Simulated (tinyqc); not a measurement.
# Changing the initial oxide x_i

Model: Deal-Grove kinetics of thermal oxidation of silicon. Computed by tinyqc, a small Python program. Command: `OMP_NUM_THREADS=1 python tinyqc.py 3027188 3027189 out.jsonl oxide sweep`. One thread of a shared host (Intel(R) Xeon(R) Processor @ 2.30GHz), about 0.2 s of CPU time with the checks.

Oxidant diffuses through the oxide and reacts at the interface, so that dx/dt = B/(A + 2x) for the oxide thickness x.

Inputs (values chosen for the exercise, close to those used for silicon):

| quantity | value | unit |
|---|---|---|
| prefactor B0 | 676 | um^2/h |
| activation energy E_B | 1.22 | eV |
| prefactor (B/A)0 | 3.62e+06 | um/h |
| activation energy E_A | 2.01 | eV |
| temperature T | 950 | C |
| oxidant pressure p | 1 | atm |
| pressure exponent m of B/A | 0.8 | - |
| time t | 7.5 | h |

Ambient: dry oxygen. Surface: (100).

Constants: k_B = 8.617333262e-05 eV/K.

Method:
- B = B0 p exp(-E_B/(k_B T)), B/A = (B/A)0 p^m exp(-E_A/(k_B T)), p in atm; A = B/(B/A).
- Temperatures in kelvin are T(C) + 273.15.
- tau = (x_i^2 + A x_i)/B and x = (A/2) [sqrt(1 + 4 B (t + tau)/A^2) - 1], the root of x^2 + A x = B (t + tau).
- Silicon consumed is 0.44 times the oxide grown; the rate is B/(A + 2x).

One run for each value:

| initial oxide x_i (um) | oxide thickness x (um) | silicon consumed (um) | tau (h) |
|---|---|---|---|
| 0.002 | 0.10871 | 0.046953 | 1.0635e-01 |
| 0.0047 | 0.11038 | 0.046499 | 2.5193e-01 |
| 0.011 | 0.11433 | 0.045465 | 6.0053e-01 |
| 0.026 | 0.12407 | 0.043151 | 1.4808e+00 |
| 0.061 | 0.14840 | 0.038457 | 3.8101e+00 |
| 0.14 | 0.20953 | 0.030595 | 1.0485e+01 |
| 0.34 | 0.38493 | 0.019769 | 3.6162e+01 |
| 0.8 | 0.82432 | 0.010699 | 1.4299e+02 |

Over the rows, oxide thickness x (um) rises from 0.109 to 0.824 (exponent d ln y / d ln x 0.018 between the first rows and 0.89 between the last); silicon consumed (um) falls from 0.0470 to 0.0107 (exponent d ln y / d ln x -0.011 between the first rows and -0.72 between the last); tau (h) rises from 0.106 to 143 (exponent d ln y / d ln x 1.0 between the first rows and 1.6 between the last). The oxide grown, x - x_i, falls from 0.107 to 0.0243 um: an existing film lengthens the diffusion path.
